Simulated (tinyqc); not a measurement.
Charge state against the Fermi level: deep level with several charge states.

Energies from Ev. The defect has charge states +1, 0, -1 with weights 1, gm exp((EF - E1)/kT), exp((2 EF - E1 - E2)/kT); the shares are the weights over their sum. Boltzmann carriers: n = Nc exp((EF - Eg)/kT), p = Nv exp(-EF/kT). Neutrality: p - n + Nd + Nt <q> = 0.

Constants: kB = 8.617333262e-05 eV/K.

Values chosen for the exercise (gap and densities of states near those of Si at this temperature; not measured data): E1 = 0.535 eV (level (+1/0) above Ev); E2 = 0.597 eV (level (0/-1) above Ev); gm = 2 (degeneracy of the middle state, the others 1); T = 300 K.

Shares:
```
EF (eV)     +1      0     -1     <q>
0.068    1.000  0.000  0.000   1.000
0.159    1.000  0.000  0.000   1.000
0.249    1.000  0.000  0.000   1.000
0.340    0.999  0.001  0.000   0.999
0.431    0.965  0.035  0.000   0.965
0.612    0.013  0.521  0.466  -0.452
0.703    0.000  0.032  0.968  -0.968
0.794    0.000  0.001  0.999  -0.999
0.885    0.000  0.000  1.000  -1.000
0.975    0.000  0.000  1.000  -1.000
1.066    0.000  0.000  1.000  -1.000
```

Give the missing row, EF (eV) = 0.522.

Computed row:
```
EF (eV)     +1      0     -1    <q>
0.522    0.446  0.539  0.015  0.431
```

Where the levels are several kT apart the middle state rules between about E1 - kT ln gm = 0.517 and E2 + kT ln gm = 0.615 eV; its largest share listed is 0.539. Each step spreads from 10 % to 90 % over 4.4 kT = 0.114 eV.

Computed by tinyqc, a small Python program: `OMP_NUM_THREADS=1 python tinyqc.py 1651355 1651356 out.jsonl` (the numbers bound the seed that draws the inputs); one thread of a shared host (Intel(R) Xeon(R) Processor @ 2.30GHz), about 0.01 s for the whole set of steps.
